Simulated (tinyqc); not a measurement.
A finite superlattice with mass mismatch, transfer matrices: lowest miniband against d1.

One electron of energy E comes from the left lead (band edge 0); no transverse momentum. Parabolic bands, masses in units of m0, C = hbar^2/(2 m0); psi and psi'/m are continuous at every interface. N periods of a barrier d1 followed by a well Lw; the right lead equals the left one.

For the pair (psi, psi'/m) a flat layer has M = [[cos kd, (m/k) sin kd], [-(k/m) sin kd, cos kd]] with k = sqrt(m (E - U)/C) above its edge U, and M = [[cosh Kd, (m/K) sinh Kd], [(K/m) sinh Kd, cosh Kd]] with K = sqrt(m (U - E)/C) below it. With x(E) = (M11 + M22)/2 of one period, the lowest miniband of the infinite superlattice runs from x = 1 to x = -1, and the mass at its bottom is -2 C (dx/dE)/(d1 + Lw)^2.

Inputs (values chosen for the exercise); masses and offsets of a made-up heterostructure:

| symbol | value | unit | meaning |
|---|---|---|---|
| mL | 0.034 | m0 | mass in the left lead |
| U1 | 1.2 | eV | barrier height |
| m1 | 0.14 | m0 | barrier mass |
| Lw | 3.9 | nm | well width (edge 0, mass mL) |

Constants: q = 1.602176634e-19 C, hbar = 1.054571817e-34 J s, m0 = 9.1093837015e-31 kg, hbar^2/(2 m0) = 0.0380998212 eV nm^2. Results are converted to the units shown.

Results:
```
d1 (nm)	bottom (eV)	top (eV)	width (meV)	mass at the bottom (m0)
0.1	0.02893	0.5959	567.0	0.03688
0.2	0.05434	0.5013	446.9	0.04015
0.3	0.07647	0.4324	356.0	0.04388
0.5	0.1121	0.3434	231.2	0.05313
0.6	0.1263	0.3142	187.9	0.05888
```

Estimate the missing row, d1 = 0.4 nm.

Computed row:
```
d1 (nm)	bottom (eV)	top (eV)	width (meV)	mass at the bottom (m0)
0.4	0.09563	0.3816	285.9	0.04818
```

With this row back in the table: The width falls from 567 to 188 meV, the bottom rises from 0.0289 to 0.126 eV, and the mass at the bottom rises from 0.0369 to 0.0589 m0 (well mass 0.034). Thicker barriers weaken the coupling between wells, which narrows the band and makes it heavier. In every row a layer is thinner than 0.8 nm, a few atomic planes, where an effective mass is a rough description.

Range of the model: Masses are held fixed, although real bands cease to be parabolic a few tenths of an eV from their edges (inside a barrier too).

Program tinyqc, `OMP_NUM_THREADS=1 python tinyqc.py 2560112 2560113 out.jsonl`; Intel Xeon 2.30GHz, shared host, one thread, about 0.01 s.
